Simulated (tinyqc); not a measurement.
Raising U: Hubbard chain of 4 sites, mean field against exact. Computed by the program tinyqc. Collinear unrestricted mean field (the lowest of 40 random starts) against exact diagonalisation.

one-body matrix (hopping and site energies) (eV):
```
         1        2        3        4
1   0.0000  -0.5300   0.0000   0.0000
2  -0.5300   0.0000  -0.5300   0.0000
3   0.0000  -0.5300   0.0000  -0.5300
4   0.0000   0.0000  -0.5300   0.0000
```

electrons, up and down: 2  2

Exact and mean-field results (eV):
```
U          U/t   E exact  E mean field  mean |n_up - n_down|  double occupancy, exact  first gap in the sector
0.270    0.509  -2.11451      -2.10023                 0.000                    0.224                    0.580
0.530    1.000  -1.89494      -1.84023                 0.000                    0.199                    0.519
1.060    2.000  -1.52425      -1.32343                 0.393                    0.152                    0.418
1.590    3.000  -1.24414      -0.97626                 0.697                    0.114                    0.343
2.120    4.000  -1.03517      -0.76019                 0.820                    0.085                    0.286
3.180    6.000  -0.75893      -0.51993                 0.918                    0.049                    0.211
4.240    8.000  -0.59210      -0.39330                 0.953                    0.031                    0.165
6.360   12.000  -0.40708      -0.26376                 0.979                    0.015                    0.113
10.600  20.000  -0.24837      -0.15873                 0.993                    0.006                    0.069
```

What does the comparison show, and why?

In absolute terms mean field is worst at U/t = 4.0, 0.275 eV too high: at small U it is nearly exact, and at large U it misses only exchange-scale energies. Its local moments set in at U/t = 2.0 of those listed, a broken symmetry that the exact state of a finite cluster with equal spins does not have. Relative to the exact energy its error is 0.7 % at the smallest U, 36 % at most and 36 % at the largest. The double occupancy falls from 0.224 to 0.006; at the largest U the first gap is 0.65 times the exchange scale 4t^2/U.
